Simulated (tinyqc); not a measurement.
## MOS inversion layer, Poisson-Schroedinger loop: effect of the temperature

Electrons confined at an insulator interface at z = 0, treated as a hard wall; parabolic valleys, Hartree approximation, no image or exchange terms. The depletion charge lies far deeper than the electrons and gives a uniform field q Nd/(eps0 eps_r); the gate balances all charge. Energies are counted from the band edge at the interface.

Schroedinger equation -(C/mz) psi'' + (V0 + U) psi = E psi, C = hbar^2/(2 m0), psi(0) = 0, on a uniform mesh of 800 nodes with a far wall at 21 nm, 8 levels a set; V0 = q Nd z/(eps0 eps_r); dU/dz = q (Ns - integral of n from 0 to z)/(eps0 eps_r), U(0) = 0; N_k = g md m0 q Vt/(pi hbar^2) ln(1 + exp((EF - E_k)/Vt)), g the number of valleys of the set, sum N_k = Ns. Triangular well: E_k = a_k (C F^2/mz)^(1/3), a_1 = 2.338107, a_2 = 4.087949, C = hbar^2/(2 m0), F in eV/nm. Fang-Howard (all electrons in the lowest level of set A): b^3 = 6 (mz1/C) q (Nd + 11 Ns/32)/(eps0 eps_r), centroid 3/b, level C b^2/(4 mz1) + (3/b) q (Nd + 11 Ns/16)/(eps0 eps_r). The centroid adds 3.9 z_av/eps_r to an oxide-equivalent thickness. Shares under 0.0001 % are printed as 0.

Values chosen for this exercise; masses and permittivity close to those of gallium nitride: relative permittivity eps_r = 9.39; mass along z of valley set A (1 valley(s)) mz1 = 0.198 m0; in-plane density-of-states mass of set A md1 = 0.197 m0; sheet density of electrons Ns = 4.4e11 cm^-2; sheet density of depletion charge Nd = 1.9e12 cm^-2.

Constants: q = 1.602176634e-19 C, kB = 1.380649e-23 J/K, hbar = 1.054571817e-34 J s, m0 = 9.1093837015e-31 kg, Vt = kB T/q, eps0 = 8.8541878128e-14 F/cm where lengths are in cm, hbar^2/(2 m0) = 0.0380998212 eV nm^2. Results are converted to the units shown.

The same in every row: Fang-Howard centroid (nm) = 2.80.

Effect of the temperature:

| T (K) | A1 (meV) | A2 (meV) | EF (meV) | share of A1 (%) | share of A2 (%) | centroid z_av (nm) | added oxide equivalent (nm) |
|---|---|---|---|---|---|---|---|
| 20 | 166 | 280 | 171 | 100 | 0 | 2.64 | 1.09 |
| 50 | 166 | 280 | 170 | 100 | 0 | 2.64 | 1.09 |
| 77 | 166 | 280 | 167 | 100 | 0 | 2.64 | 1.09 |
| 120 | 166 | 280 | 162 | 100 | 0.00209 | 2.64 | 1.09 |
| 200 | 166 | 280 | 148 | 99.8 | 0.155 | 2.64 | 1.10 |
| 300 | 166 | 280 | 127 | 98.6 | 1.31 | 2.66 | 1.11 |
| 400 | 166 | 280 | 103 | 96.0 | 3.72 | 2.72 | 1.13 |
| 500 | 166 | 281 | 75.0 | 92.3 | 6.78 | 2.81 | 1.17 |

As T goes from 20 to 500, A1 stays near 166 meV, the share of A1 falls from 100 to 92.3 % and the centroid rises from 2.64 to 2.81 nm. EF lies more than 2 meV above A1 for T = 20, 50. The Fang-Howard centroid is 6.1 % above the full one in the first row, where A1 holds 100 %, and 0.40 % below it in the last, where A1 holds 92.3 %.

Numbers from tinyqc (`OMP_NUM_THREADS=1 python tinyqc.py 2160048 2160049 out.jsonl`; about 0.4 s on one thread of a shared Intel Xeon 2.30GHz).
